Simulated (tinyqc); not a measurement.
Inside a calculation. Method: Pariser-Parr-Pople SCF with singles CI, for the molecule c1c[cH+]ncnc1 (SMILES; centres numbered as the heavy atoms are written). One step of it, computed by the program tinyqc.

Problem. Iteration 3: orbitals and new P. Diagonalise F (the basis is taken as orthonormal) and form P = 2 sum c c over the lowest orbitals; 0.5 of the old P is kept.

F (eV):
```
            1C          2C         3C          4N         5C          6N         7C
1C  -10.334590   -4.434374  -0.463302    0.372770   0.331096   -0.213266  -3.909664
2C   -4.434374  -10.334535  -3.908984   -0.213381   0.331067    0.372932  -0.463415
3C   -0.463302   -3.908984  -9.815996   -4.479549  -0.253801    0.395824   0.142228
4N    0.372770   -0.213381  -4.479549  -12.229880  -4.271124   -0.112757   0.395772
5C    0.331096    0.331067  -0.253801   -4.271124  -9.226506   -4.270859  -0.253754
6N   -0.213266    0.372932   0.395824   -0.112757  -4.270859  -12.229554  -4.479629
7C   -3.909664   -0.463415   0.142228    0.395772  -0.253754   -4.479629  -9.815748
```

pi electrons, sum of z_r less the charge = 6

P after iteration 2:
```
           1C         2C         3C         4N         5C         6N         7C
1C   0.828083   0.723597   0.245575  -0.226517  -0.204164   0.111129   0.527317
2C   0.723597   0.827940   0.527202   0.111207  -0.204151  -0.226601   0.245601
3C   0.245575   0.527202   0.673876   0.679159   0.134545  -0.240533  -0.087697
4N  -0.226517   0.111207   0.679159   1.191814   0.602942   0.057847  -0.240500
5C  -0.204164  -0.204151   0.134545   0.602942   0.612506   0.602940   0.134526
6N   0.111129  -0.226601  -0.240533   0.057847   0.602940   1.191807   0.679134
7C   0.527317   0.245601  -0.087697  -0.240500   0.134526   0.679134   0.673974
```

Give: orbital energies; P after iteration 3.

Solution.

orbital energies (eV): -19.0777  -16.6952  -16.3257  -7.9227  -7.2687  -3.3573  -3.3394

P after iteration 3:
```
         1C       2C       3C       4N       5C       6N       7C
1C   0.8354   0.7227   0.2338  -0.2305  -0.2061   0.1156   0.5339
2C   0.7227   0.8353   0.5339   0.1157  -0.2061  -0.2306   0.2338
3C   0.2338   0.5339   0.6926   0.6852   0.1418  -0.2417  -0.1076
4N  -0.2305   0.1157   0.6852   1.1573   0.6064   0.0703  -0.2417
5C  -0.2061  -0.2061   0.1418   0.6064   0.6292   0.6064   0.1417
6N   0.1156  -0.2306  -0.2417   0.0703   0.6064   1.1573   0.6852
7C   0.5339   0.2338  -0.1076  -0.2417   0.1417   0.6852   0.6927
```
